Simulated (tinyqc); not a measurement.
Solubility, supersaturation, precipitation and gettering of an impurity in a silicon-like host. Changing the anneal time t. Computed by tinyqc, a small Python program. Command: `OMP_NUM_THREADS=1 python tinyqc.py 3030645 3030646 out.jsonl ripen sweep`. One thread of a shared host (Intel(R) Xeon(R) Processor @ 2.30GHz), about 0.01 s of CPU time with the checks.

The wafer was saturated at T1 and is then held at T.

Inputs (values chosen for the exercise, modelled on gold in silicon): site density N0 = 5e+22 1/cm^3; enthalpy of solution H = 1.94 eV; entropy of solution S = 2.7 k_B; diffusion prefactor D0 = 0.0002 cm^2/s; migration energy Q = 1.16 eV; temperature of saturation T1 = 1450 K; anneal temperature T = 1170 K; sink density n = 2e+11 1/cm^3; initial sink radius r0 = 21 nm; impurity density in the precipitate C_p = 2e+22 1/cm^3; interface energy gamma = 0.29 J/m^2.

Constants: k_B = 8.617333262e-05 eV/K; k_B = 1.380649e-23 J/K.

Method:
- C_eq(T) = N0 exp(S/k_B - H/(k_B T)); D(T) = D0 exp(-Q/(k_B T)); C0 = C_eq(T1). Supersaturation s = C0/C_eq(T); critical radius r* = 2 gamma/(C_p k_B T ln s); barrier W* = (4 pi/3) gamma r*^2. Strain energy is left out.
- tau0 = 1/(4 pi n r0 D); C_fixed(t) = C_eq + (C0 - C_eq) exp(-t/tau0). If all excess precipitates, the final radius is r_f = [r0^3 + 3 (C0 - C_eq)/(4 pi n C_p)]^(1/3), with tau_f = 1/(4 pi n r_f D).
- Growing sinks: with y = r/r_f and y0 = r0/r_f, dy/dt = (1 - y^3)/(3 tau_f y), which integrates to t/tau_f = F(y) - F(y0), F(y) = (1/2) ln[(1 + y + y^2)/(1 - y)^2] - sqrt(3) arctan[(2y + 1)/sqrt(3)]; the share of the excess left is (1 - y^3)/(1 - y0^3), and C(t) = C_eq + (C0 - C_eq) x share.

One run for each value:
```
anneal time t (s)  radius at t (nm)  share of the excess left  C(t) with growing sinks (1/cm^3)  C_fixed(t) (1/cm^3)
1.1                           21.07                 9.883e-01                         1.330e+17            1.330e+17
3.5                           21.22                 9.633e-01                         1.297e+17            1.297e+17
11                            21.64                 8.880e-01                         1.198e+17            1.200e+17
34                            22.72                 6.855e-01                         9.323e+16            9.467e+16
110                           24.63                 2.739e-01                         3.922e+16            4.400e+16
340                           25.70                 1.421e-02                         5.138e+15            6.801e+15
1100                          25.76                 7.033e-07                         3.274e+15            3.275e+15
3300                          25.76                 2.408e-19                         3.273e+15            3.273e+15
10000                         25.76                 2.623e-57                         3.273e+15            3.273e+15
```

Over the rows, radius at t (nm) rises from 21.1 to 25.8, flat over part of the range; share of the excess left falls from 0.988 to 2.62e-57 (exponent d ln y / d ln x -0.022 between the first rows and -79 between the last); C(t) with growing sinks (1/cm^3) falls from 1.33e17 to 3.27e15, flat over part of the range. At the low end the exponent of radius at t is 0.01, close to 0: not yet started, or complete.  Left out: 33000 (growth negligible, or long complete).

Caution (all rows): the barrier to homogeneous nucleation is below 35 k_B T for these inputs, so new precipitates would form and outnumber the fixed sinks assumed here.
